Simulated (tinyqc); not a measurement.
A short-path metal as competitor: size effects in the resistivity of thin metal films and interconnect lines. Computed by tinyqc, a small Python program. Command: `OMP_NUM_THREADS=1 python tinyqc.py 3021480 3021481 out.jsonl size walk`. One thread of a shared host (Intel(R) Xeon(R) Processor @ 2.30GHz), about 0.01 s of CPU time with the checks.

Electrons lose their drift at surfaces (a share 1 - p of the hits) and at grain boundaries (reflection R), besides bulk scattering. The line sits in a trench with a non-conducting liner on both walls and the bottom; the spacing equals the drawn width.

Inputs (values chosen for the exercise, modelled on tungsten):

| quantity | value | unit |
|---|---|---|
| bulk resistivity rho_b | 5.16 | microohm cm |
| bulk mean free path lambda | 14.7 | nm |
| specularity p | 0.66 | - |
| grain-boundary reflection R | 0.2 | - |
| grain size over metal width | 0.85 | - |
| aspect ratio (height over width) | 1.4 | - |
| liner thickness t | 2 | nm |
| competitor: rho_b relative to this metal | 4 | - |
| competitor: lambda relative to this metal | 0.46 | - |
| competitor: liner relative to t | 0.41 | - |

Geometry: line.

Method:
- Fuchs-Sondheimer film: rho_b/rho = 1 - (3/(2 kappa))(1 - p) int_0^1 (s - s^3)(1 - exp(-kappa/s))/(1 - p exp(-kappa/s)) ds, f = rho/rho_b, kappa = thickness/lambda, 80 Gauss-Legendre points.
- Line: the excess of a film of thickness w_m and of a film of thickness h_m are added, rho/rho_b = 1 + (f(w_m) - 1) + (f(h_m) - 1), an estimate that holds best when both sides exceed lambda.
- Mayadas-Shatzkes: alpha = (lambda/D) R/(1 - R); rho_b/rho = 1 - 3 alpha/2 + 3 alpha^2 - 3 alpha^3 ln(1 + 1/alpha).
- w_m = w - 2t, h_m = (aspect ratio) w - t, D = (ratio) w_m; rho = rho_b [1 + surface excess + grain excess].
- Effective resistivity rho (aspect ratio) w^2/(w_m h_m) for the metal with its liner, for the same metal without liner, and for a competitor with its own rho_b, lambda and liner, and for that competitor with the liner t; p, R, aspect and grain ratios are the same.

Effective resistivity (microohm cm):

| w (nm) | this metal | without liner | competitor | competitor, liner t |
|---|---|---|---|---|
| 200 | 5.564 | 5.409 | 21.340 | 21.69 |
| 100 | 5.999 | 5.658 | 22.061 | 22.82 |
| 50 | 6.974 | 6.155 | 23.570 | 25.31 |
| 30 | 8.532 | 6.815 | 25.732 | 29.21 |
| 20 | 11.015 | 7.636 | 28.706 | 35.32 |
| 14 | 15.444 | 8.681 | 33.029 | 45.96 |
| 10 | 24.976 | 10.056 | 39.824 | 68.16 |
| 7 | 57.940 | 12.087 | 52.857 | 141.50 |

What follows from these numbers?

The competitor wins below a width between 10.0 and 7.00 nm. In narrow lines rho scales as rho_b lambda/w, and the product rho_b lambda of the competitor is 1.84 times this metal's. At the narrowest width the liner costs this metal a factor 4.79. With the same liner the competitor wins nowhere in the table; at the narrowest width the thinner liner lowers it from 141 to 52.9. Rows with w - 2t below lambda stretch the additive estimate. Metal widths below about 5 nm are outside this semiclassical model.

Extremes, crossings and ranges named in words are read from the listed rows.
